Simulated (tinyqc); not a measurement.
Worked calculation: deep-level transient spectroscopy (DLTS) of one majority-carrier trap. Computed by tinyqc, a small Python program that keeps every step. Command: `OMP_NUM_THREADS=1 python tinyqc.py 3006101 3006102 out.jsonl dlts walk`. One thread of a shared host (Intel(R) Xeon(R) Processor @ 2.30GHz), about 0.04 s of CPU time with the checks. Intermediate numbers are printed to about 7 digits and carried at full precision; extremes and crossings named in words are read from the listed rows.

A filling pulse loads the traps in a one-sided junction; under reverse bias they empty at the rate e, and the capacitance relaxes as C(t) = C_0 - dC exp(-e t). The signal is S = [C(t_2) - C(t_1)]/dC.

Inputs (values chosen for the exercise, with mass and screening modelled on 4H-SiC):
```
quantity                    value   unit
density-of-states mass m    0.396    m_0
valleys M                       3      -
trap depth E_t              0.666     eV
cross-section sigma_0       1e-16   cm^2
degeneracy ratio g              1      -
gate time t_1              0.0008      s
ratio t_2/t_1                   2      -
temperature T                 329      K
doping N                  5.8e+16  cm^-3
trap density N_t          9.1e+14  cm^-3
dielectric constant eps      9.65      -
built-in voltage V_b          0.9      V
reverse bias V_r              2.6      V
diode area                 0.0035   cm^2
```

Carriers: electrons. Extra term: none.

Constants: k_B = 8.617333262e-05 eV/K; k_B = 1.380649e-23 J/K; m_0 = 9.1093837015e-31 kg; h = 6.62607015e-34 J s; eps_0 = 8.8541878128e-12 F/m; e = 1.602176634e-19 C.

## Emission rate at T

e = g sigma v N_b exp(-E/k_B T), v = sqrt(3 k_B T/m), N_b = 2 M (2 pi m k_B T/h^2)^(3/2), sigma = sigma_0, E = E_t.

thermal velocity v = 1.943606e+07 cm/s

N_b = 2.154507e+19 cm^-3

sigma = 1.00e-16 cm^2

E = 0.666 eV

emission rate e = 2.629372 1/s

## Rate window and signal

S(e) = exp(-e t_1) - exp(-e t_2) peaks at the rate window e_0 = ln(t_2/t_1)/(t_2 - t_1).

rate window e_0 = 866.4340 1/s

peak height S_max = 0.25

signal at T = 0.002096871

At this T the trap empties slower than the window, by a factor 330: the point lies on the low-temperature side of the peak.

## Peak temperature and width

T_p solves e(T) = e_0 (bisection between 15 and 1500 K); the half-height points solve S = S_max/2 on either side.

peak temperature T_p = 424.5652 K

lower half-height point = 395.5579 K

upper half-height point = 447.0646 K

full width = 51.50671 K

The width is 12.1 % of T_p, and E_t is 18.2 k_B T_p.

## Peaks for six windows

t_1 is scaled by 0.1, 0.3, 1, 3, 10 and 30 at fixed t_2/t_1; each T_p by bisection.

Arrhenius data:
```
t_1 (s)     e_0 (1/s)   T_p (K)  1/(k_B T_p) (1/eV)  ln(e_0/T_p^2)
0.00008  8.664340e+03  478.8049            24.23642      -3.275615
0.00024  2.888113e+03  451.3818            25.70887      -4.256268
0.00080  8.664340e+02  424.5652            27.33271      -5.337745
0.00240  2.888113e+02  402.6150            28.82287      -6.330188
0.00800  8.664340e+01  380.9218            30.46431      -7.423387
0.02400  2.888113e+01  362.9918            31.96909      -8.425572
```

## Arrhenius fit

Least squares of ln(e_0/T_p^2) on 1/(k_B T_p): slope -E_a, intercept ln(gamma sigma_a) with gamma = v N_b/T^2 = sqrt(3 k_B/m) 2 M (2 pi m k_B/h^2)^(3/2). For comparison, the slope of ln e_0 alone.

apparent depth E_a = 0.6660000 eV

intercept = 12.86584

gamma = 3.868694e+21 cm^-2 s^-1 K^-2

apparent cross-section = 1.000000e-16 cm^2

slope without T^2 = 0.7375358 eV

The apparent depth is 0.6660 eV against E_t = 0.666 eV, and the apparent cross-section is 1.000 times sigma_0: both inputs are recovered. Leaving out the T^2 factor overstates the slope by 72 meV, about 2 k_B T_p.

## Signal size and trap density

W = sqrt(2 eps eps_0 (V_b + V_r)/(e N)), C_0 = eps eps_0 area/W. The pulse goes to zero bias, W_0 = W(V_r = 0). Traps within lambda = sqrt(2 eps eps_0 (E_t - E_F)/(e^2 N)) of the depletion edge stay filled, with E_F = k_B T_p ln(N_b/N) from the band, N_b = 2 M (2 pi m k_B T_p/h^2)^(3/2) (dopants taken as fully ionised). dC = C_0 (N_t/2N) f, f = [(W - lambda)^2 - max(W_0 - lambda, 0)^2]/W^2. The simple estimate is 2 N dC/C_0.

depletion width W = 0.2536985 micrometre

C_0 = 117.8762 pF

lambda = 0.08949152 micrometre

f = 0.3951133

transient amplitude dC = 365.3687 fF

simple estimate of N_t = 3.595531e+14 cm^-3

The simple estimate finds 40 % of the traps.

Checks made by the program: the maximum of S(T) on a fine grid against T_p (relative difference below 1e-10).
